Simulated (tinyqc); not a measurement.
Worked calculation: low-temperature mobility of a two-dimensional electron gas with static screening. Computed by tinyqc, a small Python program that keeps every step. Command: `OMP_NUM_THREADS=1 python tinyqc.py 3005072 3005073 out.jsonl twodeg walk`. One thread of a shared host (Intel(R) Xeon(R) Processor @ 2.30GHz), about 0.01 s of CPU time with the checks. Intermediate numbers are printed to about 6 digits and carried at full precision; extremes and crossings named in words are read from the listed rows.

One subband is filled, the gas is degenerate and scatters at the Fermi circle; one permittivity serves on both sides of the interface. All formulas are in SI units, masses times m_0. Piezoelectric and polar phonons are left out, and n_s is taken as set by a gate, independent of N_i.

Inputs (values chosen for the exercise, modelled on a strained silicon well): in-plane mass m = 0.184 m_0; mass across the layer m_z = 0.911 m_0; permittivity eps = 11.9; valley degeneracy g_v = 2; sheet density n_s = 2.3e+12 1/cm^2; depletion charge N_d = 5.3e+10 1/cm^2; roughness height Delta = 0.5 nm; correlation length Lambda = 2.3 nm; remote charge density N_i = 3.8e+11 1/cm^2; distance d of the charges from the interface = 17 nm; density rho = 2329 kg/m^3; sound velocity v_l = 9000 m/s; deformation potential D_A = 9.2 eV; temperature T = 77 K.

Wave function: Fang-Howard. Roughness spectrum: Gaussian.

Constants: m_0 = 9.1093837015e-31 kg; e = 1.602176634e-19 C; eps_0 = 8.8541878128e-12 F/m; hbar = 1.054571817e-34 J s; k_B = 1.380649e-23 J/K.

## Fermi circle, screening and layer thickness

k_F = sqrt(2 pi n_s/g_v); E_F = hbar^2 k_F^2/(2 m); q_TF = g_v m e^2/(2 pi eps eps_0 hbar^2); Fang-Howard parameter b = [12 m_z e^2 (N_d + 11 n_s/32)/(eps eps_0 hbar^2)]^(1/3), mean depth 3/b; effective field F = e (N_d + n_s/2)/(eps eps_0).

k_F = 0.268806 1/nm

E_F = 14.9618 meV

q_TF = 1.16877 1/nm

b = 1.22547 1/nm

mean depth = 2.44804 nm

effective field F = 0.182928 MV/cm

q_TF/(2 k_F) = 2.17: screening is strong for back-scattering. Caution: k_B T exceeds a quarter of E_F, so scattering at the Fermi circle alone and zero-temperature screening are rough.

## The integrands at a few angles

Form factors with u = q/b: screening G(q) = [1 + 9u/8 + 3u^2/8]/(1 + u)^3, remote charge P(q) = exp(-q d)/(1 + u)^3. Dielectric function eps(q) = 1 + q_TF G(q)/q, with q = 2 k_F sin(theta/2). Roughness: <|U|^2> = (e F)^2 S(q), S = pi Delta^2 Lambda^2 exp(-q^2 Lambda^2/4). Remote charges: <|U|^2> = N_i [e^2 P(q)/(2 eps eps_0 q)]^2. The last two columns are (m/(pi hbar^3)) <|U|^2>/eps(q)^2.

Integrands (1e9/(s rad)):
```
theta (degrees)  q (1/nm)         G   eps(q)    roughness  remote charges
5                0.023450  0.965189  49.1054  6.72793e-01     7.77835e+02
15               0.070172  0.901710  16.0186  6.28604e+00     1.33739e+02
30               0.139144  0.820246   7.8898  2.54214e+01     9.84440e+00
60               0.268806  0.697656   4.0334  9.07001e+01     7.12719e-02
90               0.380149  0.615818   2.8933  1.60197e+02     1.02111e-03
135              0.496689  0.546812   2.2867  2.24046e+02     1.19613e-05
180              0.537612  0.525777   2.1430  2.41207e+02     2.51132e-06
```

## Interface roughness

1/tau_t = (m/(pi hbar^3)) int_0^pi (1 - cos theta) <|U|^2>/eps(q)^2 dtheta; the quantum rate 1/tau_q drops the factor (1 - cos theta); 200 Gauss-Legendre points in s with theta = pi s^2, s from 0 to 1; mu = e tau_t/m.

tau_t, roughness = 1.59146 ps

tau_q, roughness = 2.27436 ps

roughness mobility = 15212.5 cm^2/(V s)

tau_t/tau_q, roughness = 0.699741

k_F Lambda = 0.62: the roughness is short against the Fermi wavelength and scatters through large angles.

## Remote charges

The formulas are those given above.

tau_t, charges = 545.527 ps

tau_q, charges = 5.37255 ps

remote-charge mobility = 5.21458e+06 cm^2/(V s)

tau_t/tau_q, charges = 101.540

With D = d + 3/b = 19.4 nm, k_F D = 5.23 and q_TF D = 22.73. When both are large, only small angles survive the factor exp(-2 q D) and tau_t/tau_q tends to (2 k_F D)^2, here 109, close to the computed ratio.

## Acoustic phonons

Unscreened deformation potential in equipartition: 1/tau = m D_A^2 k_B T I/(rho v_l^2 hbar^3), I = int |psi|^4 dz = 3 b/16 for the Fang-Howard function (used for both wave-function options); mu = e tau/m. Bloch-Grueneisen temperature T_BG = 2 hbar v_l k_F/k_B.

acoustic mobility = 23774.1 cm^2/(V s)

T_BG = 36.9576 K

## All together

At the Fermi circle the rates add, so 1/mu is the sum; sheet resistance 1/(n_s e mu); mean free path hbar k_F mu/e; the quantum time adds the rates 1/tau_q, with the isotropic acoustic rate e/(m mu).

Mobilities:
```
process           mu (cm^2/(V s))  share of 1/mu (%)
roughness                 15212.5            60.8719
remote charges        5.21458e+06           0.177582
acoustic phonons          23774.1            38.9505
```

mobility mu = 9260.14 cm^2/(V s)

sheet resistance = 293.052 ohm

mean free path = 163.841 nm

Dingle ratio tau_t/tau_q = 0.995767

The largest single share of 1/mu (61 %) belongs to roughness: the field presses the gas against the interface, and the rate goes as F^2. The Dingle ratio of 0.996 marks mostly large-angle scattering.

Checks made by the program: angular integral against adaptive quadrature (relative difference below 1e-10).
